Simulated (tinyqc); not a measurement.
Convergence with the mesh: density of states of one tight-binding band on the triangular lattice.

E(k) = -2 t (cos 2 pi k1 + cos 2 pi k2 + cos 2 pi (k1 + k2)); k in fractions of the reciprocal vectors, mesh k_i = j/N with j = 0 .. N-1. Densities are per cell and per spin, so the band holds one state.

Each cell of the mesh is cut along (i+1, j)-(i, j+1) into two triangles. For corner energies e1 <= e2 <= e3 and eij = ei - ej, the share of the triangle below E is n = (E - e1)^2/(e21 e31) for e1 < E < e2 and n = 1 - (e3 - E)^2/(e31 e32) for e2 < E < e3; its density of states is g = dn/dE.

Gaussian broadening: g(E) = mean over the mesh of exp(-(E - E_k)^2/(2 sigma^2))/(sigma sqrt(2 pi)), n(E) = mean of erfc((E_k - E)/(sigma sqrt 2))/2.

Values chosen for the exercise:

| symbol | value | unit | meaning |
|---|---|---|---|
| t | 1.78 | eV | nearest hopping |
| E | -7.9 | eV | energy at which the density is wanted |
| sigma | 0.356 | eV | Gaussian width |

At the energy E; the plain count is the share of mesh points below E; the reference is the linear method with N = 240.

Results:

| N | points | g linear | n linear | g Gaussian | n Gaussian | n plain count |
|---|---|---|---|---|---|---|
| 4 | 16 | 0.0206 | 0.0286 | 0.0000 | 0.0625 | 0.0625 |
| 6 | 36 | 0.0366 | 0.0508 | 0.0169 | 0.0301 | 0.0278 |
| 8 | 64 | 0.0285 | 0.0659 | 0.0157 | 0.1070 | 0.1094 |
| 12 | 144 | 0.0319 | 0.0716 | 0.0505 | 0.0722 | 0.0903 |
| 16 | 256 | 0.0299 | 0.0737 | 0.0104 | 0.0745 | 0.0742 |
| 24 | 576 | 0.0304 | 0.0757 | 0.0355 | 0.0766 | 0.0747 |
| 48 | 2304 | 0.0298 | 0.0766 | 0.0298 | 0.0771 | 0.0734 |

reference n and g: 0.0770  0.0298

The linear n(E) stays within 0.002 of the reference from N = 24 on. The Gaussian g still moves by more than 1 % between the last two meshes. At the last mesh it lies 0.000 1/eV from the reference g and the linear g 0.000. The plain count errs by -0.0036 at the last mesh.

Program tinyqc; command `OMP_NUM_THREADS=1 python tinyqc.py 1680641 1680642 out.jsonl`; about 0.1 s on one thread of a shared Intel(R) Xeon(R) Processor @ 2.30GHz.
